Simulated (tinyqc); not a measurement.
Line shape against size: Raman line shape of confined optical phonons and breathing modes of small crystals. Computed by tinyqc, a small Python program. Command: `OMP_NUM_THREADS=1 python tinyqc.py 3029702 3029703 out.jsonl confine walk`. One thread of a shared host (Intel(R) Xeon(R) Processor @ 2.30GHz), about 0.02 s of CPU time with the checks.

Confinement in 3 direction(s) lets phonons with q away from zero scatter light. q is in units of 2 pi/a, from 0 to 1, and the branch is isotropic: omega(q)^2 = (omega_0^2 + omega_X^2)/2 + ((omega_0^2 - omega_X^2)/2) cos(pi q). The model and its constant beta are phenomenological; beta = 8 is the common choice.

Inputs (values chosen for the exercise, modelled on germanium):

| quantity | value | unit |
|---|---|---|
| bulk frequency omega_0 | 300.9 | 1/cm |
| frequency at the zone boundary omega_X | 247 | 1/cm |
| natural width Gamma_0 | 2.5 | 1/cm |
| lattice constant a | 5.658 | angstrom |
| size L | 7 | nm |
| confinement constant beta | 8 | - |

Shape: sphere.

Method:
- Weight W(q) = q^2 exp(-(2 L q/a)^2/(2 beta)) dq, that is exp(-k^2 L^2/(2 beta pi^2)) for k = 2 pi q/a.
- Width q_c = a sqrt(2 beta)/(2 L), where the exponential falls to 1/e; curvature of the branch: omega(q) = omega_0 - c q^2, c = pi^2 (omega_0^2 - omega_X^2)/(8 omega_0); for small q_c the mean of q^2 is (number of confined directions) q_c^2/2, and the mean shift is -c times that.
- I(omega) = int W(q) / [(omega - omega(q))^2 + (Gamma_0/2)^2] dq / int W dq x (Gamma_0/2)^2, by 400 Gauss-Legendre points on 0 < q < min(1, 2.5 a sqrt(2 beta)/L).
- The peak is the maximum of I; the width is taken between the half-maximum points, and the asymmetry is the low-side half-width over the high-side one.

mean shift, quadratic estimate = -4.74634 1/cm

Line shape:

| L (nm) | peak shift (1/cm) | full width (1/cm) | asymmetry | mean shift, quadratic estimate (1/cm) |
|---|---|---|---|---|
| 3 | -11.079 | 32.767 | 2.3445 | -25.841 |
| 3.6 | -7.6051 | 23.074 | 2.3959 | -17.945 |
| 4.4 | -5.2259 | 16.022 | 2.3514 | -12.013 |
| 5.5 | -3.5637 | 10.96 | 2.2018 | -7.6883 |
| 7 | -2.4288 | 7.551 | 1.9641 | -4.7463 |
| 10 | -1.4259 | 4.7766 | 1.5795 | -2.3257 |
| 15 | -0.78102 | 3.3339 | 1.242 | -1.0336 |
| 25 | -0.33902 | 2.679 | 1.0444 | -0.37211 |

The peak shift falls with exponent -2.06 at the small end and -1.63 at the large end. For still larger L it tends to the mean shift, which goes as 1/L^2; the ratio is 0.43 in the first row and 0.91 in the last. The width exceeds Gamma_0 by over 10 % for L up to 15 nm. In a sphere the factor q^2 removes the weight at q = 0, so the peak itself moves strongly.

Extremes, crossings and ranges named in words are read from the listed rows.
